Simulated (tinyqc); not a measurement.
# Convergence with the mesh

Model: Born-von Karman spring model of a cubic crystal with one atom per cell. Computed by tinyqc, a small Python program. Command: `OMP_NUM_THREADS=1 python tinyqc.py 3016836 3016837 out.jsonl springs sweep`. One thread of a shared host (Intel(R) Xeon(R) Processor @ 2.30GHz), about 0.1 s of CPU time with the checks.

First neighbours lie at a/2 (1,1,1) (8 of them), second at a (1,0,0) (6), with all permutations and signs; the volume per atom is Omega = a^3/2. Two shells of springs match a real metal only roughly, above all at the zone boundary.

Inputs (values chosen for the exercise, modelled on sodium):
```
quantity                value           unit
atomic mass M           22.99              u
radial spring k1L       0.232  eV/angstrom^2
transverse spring k1T   -0.01  eV/angstrom^2
radial spring k2L        0.03  eV/angstrom^2
transverse spring k2T  0.0067  eV/angstrom^2
temperature T              50              K
```

Lattice: bcc.

Constants: nu for 1 eV/(angstrom^2 u) = 15.6333042 THz; h x 1 THz = 4.135667696 meV; k_B = 8.617333262e-05 eV/K; hbar^2/u = 4.18015928e-03 eV angstrom^2.

Method:
- A neighbour at R with unit vector n couples by the matrix K(R) = kL n n^T + kT (1 - n n^T), and D(q) = (1/M) sum_R K(R) [1 - cos(q.R)].
- An eigenvalue lambda of D in eV/(angstrom^2 u) gives nu = 15.6333042 THz x sqrt(lambda).
- Mesh: q = sum_i (m_i + 1/2)/n b_i, m_i = 0..n-1, with b = [[0, 1, 1], [1, 0, 1], [1, 1, 0]] in 2 pi/a; sums are averages over the n^3 points, per atom.
- With x = h nu/(k_B T) and n = 1/(exp(x) - 1) for each mode: F = k_B T [x/2 + ln(1 - exp(-x))], U = k_B T x (n + 1/2), S/k_B = x n - ln(1 - exp(-x)), C/k_B = x^2 n (n + 1).
- <u_x^2> = (1/3) sum over modes of hbar^2/(2 M h nu) coth(x/2); zero-point energy = sum h nu/2. <u_x^2> converges slowly with the mesh, from below, with an error of order 1/n.

One run for each value:
```
mesh divisions n  <u_x^2> (angstrom^2)  heat capacity C (k_B/atom)  entropy S (k_B/atom)  zero-point energy (meV/atom)
2                             0.009859                      1.8101                0.9141                        16.315
3                             0.012180                      1.8880                1.1290                        15.671
4                             0.013752                      1.8944                1.2120                        15.520
6                             0.015551                      1.8949                1.2636                        15.454
8                             0.016454                      1.8949                1.2767                        15.442
12                            0.017294                      1.8949                1.2831                        15.438
16                            0.017685                      1.8949                1.2845                        15.437
```

Over the rows, <u_x^2> (angstrom^2) rises from 0.00986 to 0.0177 (exponent d ln y / d ln x 0.52 between the first rows and 0.078 between the last); heat capacity C (k_B/atom) rises from 1.81 to 1.89, flat over part of the range; entropy S (k_B/atom) rises from 0.914 to 1.28 (exponent d ln y / d ln x 0.52 between the first rows and 0.0038 between the last). Against the finest mesh, the coarsest misses by 44 % in <u_x^2>, 4.5 % in C, 29 % in S, 5.7 % in the zero-point energy. <u_x^2> converges slowest, since it weights each mode by 1/nu to 1/nu^2 and so the long waves near G.

Caution (rows 2, 3, 4, 6): the mesh is too coarse for this temperature: four more divisions change S by over 1 %.

Extremes, crossings and ranges named in words are read from the listed rows.
